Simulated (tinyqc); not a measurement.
MOSFET in saturation, small-signal circuit and noise: effect of the total gate width on speed and noise.

Bias by the inversion coefficient IC = I/Ispec (charge-based model with velocity saturation; weak inversion below 0.1, strong above 10). Common-source circuit: gm, gds, Cgs, Cgd and Cj at the inner nodes, Rg in series with the gate; quasi-static, no source or drain resistance, no gate-body capacitance, no substrate network, no induced gate noise, so fmax is an upper estimate.

Ispec = 2 n mu Cox (W/L) Vt^2, lc = Ls/L, gms = [sqrt((lc IC + 1)^2 + 4 IC) - 1]/[2 + lc (lc IC + 1)], gm = gms Ispec/(n Vt), gds = sg gm. qs = [sqrt(1 + 4 IC) - 1]/2, Cgs = Cox W L qs (2 qs + 3)/(3 (qs + 1)^2) + Cov W, Cgd = Cov W, Cd = Cj W, Rg = Rsh (Wf/L)/(12 Nf) + Rc/W with Nf = W/Wf fingers (not rounded) contacted at both ends. fT = gm/(2 pi (Cgs + Cgd)), fmax = fT/(2 sqrt(Rg (gds + 2 pi fT Cgd))). Channel noise Sid = 4 kB T gam n gm with gam = (1/2 + (2/3) qs)/(1 + qs) + gw lc IC, qs = [sqrt(1 + 4 IC) - 1]/2, lc = Ls/L (the last term an empirical rise with velocity saturation); at the gate, white noise Sw = Sid/gm^2 + 4 kB T Rg. Number fluctuation with correlated mobility: S(f) = K/f, K = q^2 Vt lt Nt/(W L Cox^2) (1 + ac mu Cox I/gm)^2, Vt in eV with Nt per eV. Corner fc = K/Sw. IC is held fixed.

Values chosen for this exercise:
```
symbol   value         unit                                   meaning
T          300            K                               temperature
L           28           nm                               gate length
Cox       1.68      uF/cm^2                          gate capacitance
mu         360   cm^2/(V s)                                  mobility
n         1.29                                           slope factor
Ls          10           nm                velocity-saturation length
sg        0.11                                           ratio gds/gm
Cov       0.24        fF/um   overlap and fringe capacitance per side
Cj        0.46        fF/um                drain junction capacitance
Rsh          8          ohm              sheet resistance of the gate
Wf           2           um                              finger width
Rc         300       ohm um      gate contact and vertical resistance
IC          20                                  inversion coefficient
gw        0.08               short-channel excess of the noise factor
Nt      1.3e17  cm^-3 eV^-1                        oxide trap density
lt         0.1           nm          tunnelling length into the oxide
ac        3000        V s/C            Coulomb scattering coefficient
```

Constants: q = 1.602176634e-19 C, kB = 1.380649e-23 J/K, Vt = kB T/q. Results are converted to the units shown.

The same in every row: fT (GHz) = 531.5; fmax (GHz) = 406.9; fc (MHz) = 153.7.

Effect of the total gate width on speed and noise:
```
W (um),I (uA),Rg (ohm),sqrt(Sw) (nV/Hz^0.5)
2,1490,197.6,2.894
4.3,3203,91.92,1.973
9.3,6927,42.50,1.342
20,1.490e4,19.76,0.9151
43,3.203e4,9.192,0.6241
93,6.927e4,4.250,0.4244
200,1.490e5,1.976,0.2894
```

What does the table show?

As W goes from 2 to 200 um, fT stays at 532 GHz, fmax stays at 407 GHz, the white noise falls from 2.89 to 0.289 nV/Hz^0.5 and the corner stays at 154 MHz. Current, gm and capacitances scale with W and Rg with 1/W, so the frequencies stay while both noise powers fall as 1/W.

Numbers from tinyqc (`OMP_NUM_THREADS=1 python tinyqc.py 2150138 2150139 out.jsonl`; about 0.01 s on one thread of a shared Intel Xeon 2.30GHz).
